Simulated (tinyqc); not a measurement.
MOSFET with velocity saturation and source resistance: course of the iteration: saturation current with source resistance.

Strong inversion, charge Q = Cox (Vg - m V) at channel potential V with Vg the gate overdrive, and drift velocity v = mu E/(1 + mu E/vsat). Integrating along the channel gives I = mu Cox (1/L)(Vg Vd - m Vd^2/2)/(1 + Vd/Vc) per width, Vc = vsat L/mu, which peaks at Vdsat. Units: I in uA/um, Rs in ohm um, so the drop over Rs is 1e-6 I Rs volts.

Vg = Vgs - I Rs - VT (0 if negative), mu = mu0/(1 + th Vg), Vc = vsat L/mu, x = sqrt(1 + 2 Vg/(m Vc)), Vdsat = 2 Vg/(m (1 + x)), Isat = Cox vsat Vg (x - 1)/(x + 1) per width. I(new) = Isat.

Stop when I changes by less than 1e-6 uA/um, or after 25 iterations.

Inputs (values chosen for the exercise): gate capacitance Cox = 2.03 uF/cm^2; mobility at low gate voltage mu0 = 510 cm^2/(V s); mobility degradation th = 0.4 1/V; saturation velocity vsat = 1.2e7 cm/s; body factor m = 1.39; threshold VT = 0.48 V; channel length L = 0.1 um; source resistance Rs = 900 ohm um; gate voltage Vgs = 1.8 V.

I at the start = 0 uA/um

Course of the iteration:
```
iteration  I (uA/um)  |change| (uA/um)
1            1381.50              1380
2            17.4468              1360
3            1360.79              1340
4            25.7465              1340
5            1350.95              1330
6            30.1153              1320
7            1345.78              1320
8            32.5158              1310
9            1342.93              1310
...              ...               ...
17           1339.62              1300
18           35.4610              1300
19           1339.45              1300
20           35.5440              1300
21           1339.35              1300
22           35.5917              1300
23           1339.29              1300
24           35.6192              1300
25           1339.26              1300
```

Did this iteration meet its convergence test, and what does its course show?

No. Not converged within 25 iterations. The value swings between 35.62 and 1339 for good. At the solution, 645.6 uA/um, gm Rs is 1.07 with gm the intrinsic transconductance: above one, so substitution overshoots. A rerun with the update damped to 0.5 converges in 8 iterations.

Program tinyqc, `OMP_NUM_THREADS=1 python tinyqc.py 2500115 2500116 out.jsonl`; Intel Xeon 2.30GHz, shared host, one thread, about 0.01 s.
